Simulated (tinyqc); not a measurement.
A log to judge: two-valley model of the transferred-electron effect. Computed by tinyqc. Command: `OMP_NUM_THREADS=1 python tinyqc.py 3020254 3020255 out.jsonl gunn walk`. One thread of a shared host (Intel(R) Xeon(R) Processor @ 2.30GHz), about 0.01 s of CPU time with the checks.

Both kinds of valley share one electron temperature T_e, and each has a constant mobility.

Inputs (values chosen for the exercise, modelled on In0.53Ga0.47As): central-valley mass m1 = 0.043 m_0; satellite-valley mass m2 = 0.26 m_0; satellite valleys Z = 4; valley separation dE = 0.57 eV; central-valley mobility mu1 = 12000 cm^2/(V s); satellite-valley mobility mu2 = 210 cm^2/(V s); energy relaxation time tau_E = 1.2 ps; lattice temperature T = 200 K; electric field F = 6.5 kV/cm; mixing = 1; iteration cap = 50.

Solver: damped fixed point.

Constants: k_B = 8.617333262e-05 eV/K.

Method. Density-of-states ratio R = Z (m2/m1)^(3/2); n2/n1 = R exp(-dE/(k_B T_e)); mean mobility mu = (mu1 + mu2 n2/n1)/(1 + n2/n1); energy balance e mu F^2 = (3/2) k_B (T_e - T)/tau_E; v = mu F. Fixed point from T_e = T: T_out = T + (2/3) e mu(T_e) F^2 tau_E/k_B, T_new = T_e + mixing (T_out - T_e); stop when |T_out - T_e| is below 1e-6 K.

Course of the iteration:
```
iteration  T_e (K)  mu (cm^2/(V s))  |T_out - T_e| (K)
1           200.00          12000.0            4706.79
2          4906.79            926.8            4343.27
3           563.53          11994.4            4341.07
4          4904.60            927.2            4340.91
5           563.68          11994.4            4340.91
6          4904.59            927.2            4340.91
7           563.68          11994.4            4340.91
...            ...              ...                ...
44         4904.59            927.2            4340.91
45          563.68          11994.4            4340.91
46         4904.59            927.2            4340.91
47          563.68          11994.4            4340.91
48         4904.59            927.2            4340.91
49          563.68          11994.4            4340.91
50         4904.59            927.2            4340.91
```

Can the last value be used, and what does the course show?

No. Not converged within 50 iterations: the residual has stopped falling and repeats with period one or two: the iteration swings between two states. T_e jumps up and down: T_out falls steeply as T_e rises, since hot electrons move to the slow valleys, and this mixing overshoots. Reruns converge with mixing = 0.1, iteration cap = 600; or with mixing = 0.03, iteration cap = 600; or with solver = bisection, iteration cap = 600.
